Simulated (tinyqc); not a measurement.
# On-chip power grid, static voltage drop by conjugate gradients, step by step

Numbers from tinyqc (`OMP_NUM_THREADS=1 python tinyqc.py 2770201 2770202 out.jsonl`; about 0.3 s on one thread of a shared Intel Xeon 2.30GHz). Printed values are rounded.

A grid of 4 rows and 3 columns, node k = 3 row + column. Neighbours in a row are joined by Rx, in a column by Ry; pad nodes, which reach the supply through Rp: 0. Each node draws I0, node 8 draws kh I0. The drops u = Vdd - V solve G u = i, with G the conductance matrix (1/Rp added on the diagonal at pad nodes).

Values chosen for this exercise:
```
symbol,value,unit,meaning
Vdd,0.75,V,supply voltage
Rx,0.29,ohm,resistance of a horizontal segment
Ry,0.48,ohm,resistance of a vertical segment
Rp,0.11,ohm,resistance from a pad node to the supply
I0,1,mA,load current of an ordinary node
kh,8,,factor on the load at the hot node
```

## Diagonal of G, loads and first direction

G_kk = sum of the conductances at node k. Start u = 0, so the residual is r = i; p = r.

G_kk (S):
```
         col 0    col 1    col 2
row 0  14.6225  8.97989  5.53161
row 1  7.61494  11.0632  7.61494
row 2  7.61494  11.0632  7.61494
row 3  5.53161  8.97989  5.53161
```

r at the start (mA):
```
       col 0  col 1  col 2
row 0      1      1      1
row 1      1      1      1
row 2      1      1      8
row 3      1      1      1
```

p at the start (mA):
```
       col 0  col 1  col 2
row 0      1      1      1
row 1      1      1      1
row 2      1      1      8
row 3      1      1      1
```

## Iteration 1: conjugate-gradient step

u at the start (mV):
```
       col 0  col 1  col 2
row 0      0      0      0
row 1      0      0      0
row 2      0      0      0
row 3      0      0      0
```

q = G p; a = (r.r)/(p.q); u(new) = u + a p; r(new) = r - a q; b = (r.r)(new)/(r.r); p(new) = r(new) + b p.

q (mA S):
```
        col 0     col 1     col 2
row 0  9.0909    0.0000    0.0000
row 1  0.0000    0.0000  -14.5833
row 2  0.0000  -24.1379   53.3046
row 3  0.0000    0.0000  -14.5833
```

a = 0.196220 ohm

u after iteration 1 (mV):
```
         col 0    col 1    col 2
row 0  0.19622  0.19622  0.19622
row 1  0.19622  0.19622  0.19622
row 2  0.19622  0.19622  1.56976
row 3  0.19622  0.19622  0.19622
```

r after iteration 1 (mA):
```
          col 0    col 1     col 2
row 0  -0.78382  1.00000   1.00000
row 1   1.00000  1.00000   3.86155
row 2   1.00000  5.73636  -2.45945
row 3   1.00000  1.00000   3.86155
```

b = 1.01856

p after iteration 1 (mA):
```
         col 0    col 1    col 2
row 0  0.23474  2.01856  2.01856
row 1  2.01856  2.01856  4.88011
row 2  2.01856  6.75492  5.68905
row 3  2.01856  2.01856  4.88011
```

## Iteration 2: conjugate-gradient step

As before.

q (mA S):
```
          col 0     col 1    col 2
row 0   -7.7334    6.1511  -5.9616
row 1    3.7163  -19.7348  14.1437
row 2  -16.3323   39.7425  -0.3049
row 3    0.0000  -19.7348   8.1821
```

a = 0.283875 ohm

u after iteration 2 (mV):
```
         col 0    col 1    col 2
row 0  0.26286  0.76924  0.76924
row 1  0.76924  0.76924  1.58156
row 2  0.76924  2.11378  3.18474
row 3  0.76924  0.76924  1.58156
```

r after iteration 2 (mA):
```
          col 0     col 1     col 2
row 0   1.41150  -0.74615   2.69234
row 1  -0.05497   6.60223  -0.15349
row 2   5.63633  -5.54556  -2.37291
row 3   1.00000   6.60223   1.53884
```

b = 2.20603

p after iteration 2 (mA):
```
         col 0    col 1    col 2
row 0   1.9293   3.7069   7.1453
row 1   4.3980  11.0552  10.6122
row 2  10.0893   9.3560  10.1773
row 3   5.4530  11.0552  12.3045
```

## Iteration 3: conjugate-gradient step

As before.

q (mA S):
```
          col 0     col 1    col 2
row 0    6.2670  -21.0366   4.6343
row 1  -29.6696   43.3329   6.6007
row 2   24.0447  -12.4411  -2.5056
row 3  -28.9770   18.5503   8.7396
```

a = 0.262850 ohm

u after iteration 3 (mV):
```
         col 0    col 1    col 2
row 0  0.76999  1.74359  2.64740
row 1  1.92527  3.67511  4.37098
row 2  3.42123  4.57300  5.85985
row 3  2.20257  3.67511  4.81581
```

r after iteration 3 (mA):
```
          col 0     col 1     col 2
row 0  -0.23579   4.78334   1.47421
row 1   7.74370  -4.78784  -1.88850
row 2  -0.68382  -2.27542  -1.71430
row 3   8.61663   1.72627  -0.75835
```

b = 1.17461

p after iteration 3 (mA):
```
         col 0    col 1    col 2
row 0   2.0304   9.1375   9.8672
row 1  12.9097   8.1978  10.5767
row 2  11.1672   8.7142  10.2400
row 3  15.0218  14.7119  13.6947
```

## Course of the conjugate-gradient iteration

Stop when |r| is below 1e-9 mA.

Course of the iteration:
```
iteration  largest u (mV)  |r| (mA)
1                 1.56976      8.74
2                 3.18474      13.0
3                 5.85985      14.1
4                 8.63818      13.2
5                 9.59586      5.57
6                 9.69260      2.24
7                 9.74165      1.32
8                 9.78687     0.902
9                 9.80309     0.287
10                9.80785    0.0858
11                9.80867   6.35e-3
12                9.80868   < 1e-12
```

Converged in 12 iterations for 12 unknowns; in exact arithmetic the method needs at most 12. The condition number of the matrix is 86.0. Gauss-Seidel sweeps in node order need 417 to reach the same residual.

## Worst drop, pad currents and power lost

converged u (mV):
```
         col 0    col 1    col 2
row 0  2.09000  4.86726  6.08966
row 1  6.13316  6.96082  7.63294
row 2  8.32639  8.83184  9.80868
row 3  9.20301  9.44263  9.76128
```

Pad current u/Rp; worst drop as a share of Vdd; power lost in the grid and pads sum_k i_k u_k; power delivered sum_k i_k (Vdd - u_k).

worst drop = 9.80868 mV
share of Vdd = 1.30782 %
pad currents (mA): node 0 19
power lost = 0.157808 mW
power delivered = 14.0922 mW

The pad currents add up to the total load, 19.00 mA. The worst drop is at node 8; the hot node is 8.
